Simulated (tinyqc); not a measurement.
Inside a calculation. Method: MP2 on RHF in the sto-3g basis, for H6, spin multiplicity 1. One step of it, computed by the program tinyqc.

Problem. Orthogonalisation. S = U s U^T; symmetric (Loewdin) form X = U s^(-1/2) U^T, so that X^T S X = 1.

overlap S, lower triangle:
```
          1H 1s     2H 1s     3H 1s     4H 1s     5H 1s     6H 1s
1H 1s  1.000000
2H 1s  0.564689  1.000000
3H 1s  0.066325  0.274534  1.000000
4H 1s  0.011128  0.066325  0.564689  1.000000
5H 1s  0.000277  0.002968  0.066325  0.274534  1.000000
6H 1s  0.000017  0.000278  0.011152  0.066445  0.565316  1.000000
```

Give: eigenvalues of S; X.

Solution.

eigenvalues of S: 0.3115  0.4044  0.5274  1.2893  1.5934  1.8740

X, lower triangle:
```
         1H 1s    2H 1s    3H 1s    4H 1s    5H 1s   6H 1s
1H 1s   1.1617
2H 1s  -0.3709   1.2029
3H 1s   0.0437  -0.1893   1.2073
4H 1s  -0.0113   0.0449  -0.3841   1.2073
5H 1s   0.0011  -0.0042   0.0449  -0.1894   1.2034
6H 1s  -0.0003   0.0011  -0.0114   0.0437  -0.3715  1.1621
```
